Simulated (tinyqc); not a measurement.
Vibrations of a mass or spring defect in a linear chain: one step, computed by the program tinyqc. Command: `OMP_NUM_THREADS=1 python tinyqc.py 3016917 3016918 out.jsonl localmode walk`. One thread of a shared host (Intel(R) Xeon(R) Processor @ 2.30GHz), about 0.01 s of CPU time with the checks.

A ring of N atoms with nearest-neighbour springs k and motion along the chain. Atom 1 is the defect, of mass M', and its two springs are k'. All other atoms have the mass M.

Task: Frequencies of the ring. Diagonalise D and leave out the zero eigenvalue of the uniform shift. nu = 15.6333042 THz x sqrt(lambda), lambda in eV/(angstrom^2 u).

Host: monatomic.

D (eV/(angstrom^2 u)), lower triangle (symmetric):
```
            1           2           3           4           5           6           7          8
1   0.2152745
2  -0.0689873   0.0884314
3   0.0000000  -0.0442157   0.0884314
4   0.0000000   0.0000000  -0.0442157   0.0884314
5   0.0000000   0.0000000   0.0000000  -0.0442157   0.0884314
6   0.0000000   0.0000000   0.0000000   0.0000000  -0.0442157   0.0884314
7   0.0000000   0.0000000   0.0000000   0.0000000   0.0000000  -0.0442157   0.0884314
8  -0.0689873   0.0000000   0.0000000   0.0000000   0.0000000   0.0000000  -0.0442157  0.0884314
```

Constants: nu for 1 eV/(angstrom^2 u) = 15.6333042 THz.

Give: nonzero frequencies.

Result:

nonzero frequencies (THz): 2.5160  2.7126  4.6489  4.9846  6.0741  6.3753  8.1373
